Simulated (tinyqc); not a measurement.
# Electron mobility in a silicon inversion layer, empirical terms and Matthiessen rule: effect of the reverse body bias

Inversion layer of sheet density Ns on a uniformly doped body, under a high-permittivity gate with an interlayer. The mobility terms are empirical power laws with prefactors chosen for the exercise; adding their inverses (Matthiessen) is itself an approximation.

ni = sqrt(Nc Nv) exp(-Eg/(2 Vt)), Eg in volts; Ndep = sqrt(2 eps0 eps_r Nb (2 Vt ln(Nb/ni) + Vsb)/q); E = q (Ndep + eta Ns)/(eps0 eps_r), in MV/cm. With t = T/(300 K): muC = Ac (Ns/1e12 cm^-2) t/(Nb/1e17 cm^-3 + Nit/1e11 cm^-2), muP = Ap E^(-1/3) t^(-1.75), muS = As E^(-gs), muR = Ar exp(2 ti/lr)/t; 1/mu is the sum of the inverses.

Inputs (values chosen for the exercise); material values close to those of silicon:
- T = 325 K (temperature)
- Eg = 1.13 eV (band gap)
- eps_r = 11.9 (relative permittivity of the semiconductor)
- Nc = 3.22e19 cm^-3 (conduction-band density of states at T)
- Nv = 3.03e19 cm^-3 (valence-band density of states at T)
- Nb = 6e17 cm^-3 (body doping)
- eta = 0.5 (weight of the inversion charge in the effective field)
- Ap = 457 cm^2/(V s) (phonon-limited mobility at 1 MV/cm and 300 K)
- As = 1120 cm^2/(V s) (roughness-limited mobility at 1 MV/cm)
- gs = 2 (exponent of the roughness term)
- Ac = 1700 cm^2/(V s) (Coulomb prefactor)
- Nit = 1.9e12 cm^-2 (charge at the interface)
- Ar = 190 cm^2/(V s) (remote-phonon mobility without interlayer)
- ti = 1.4 nm (interlayer thickness)
- lr = 0.9 nm (decay length of remote phonons)
- Ns = 9.7e11 cm^-2 (inversion density)

Constants: q = 1.602176634e-19 C, kB = 1.380649e-23 J/K, Vt = kB T/q, eps0 = 8.8541878128e-14 F/cm where lengths are in cm. Results are converted to the units shown.

The same in every row: muC (cm^2/(V s)) = 71.46; muR (cm^2/(V s)) = 3937.

Effect of the reverse body bias:
```
Vsb (V)  E (MV/cm)  muP (cm^2/(V s))  muS (cm^2/(V s))  mu (cm^2/(V s))
0           0.4809             507.1              4842            60.87
0.4         0.5624             481.3              3541            60.21
0.8         0.6321             462.9              2803            59.65
1.2         0.6940             448.7              2325            59.15
1.6         0.7503             437.2              1989            58.69
2           0.8023             427.5              1740            58.27
2.4         0.8507             419.3              1547            57.87
```

What does the comparison show?

As Vsb goes from 0 to 2.4 V, E rises from 0.481 to 0.851 MV/cm and mu falls from 60.9 to 57.9 cm^2/(V s). The Coulomb term is the smallest in the first and the last row.

Numbers from tinyqc (`OMP_NUM_THREADS=1 python tinyqc.py 2510147 2510148 out.jsonl`; about 0.01 s on one thread of a shared Intel Xeon 2.30GHz).
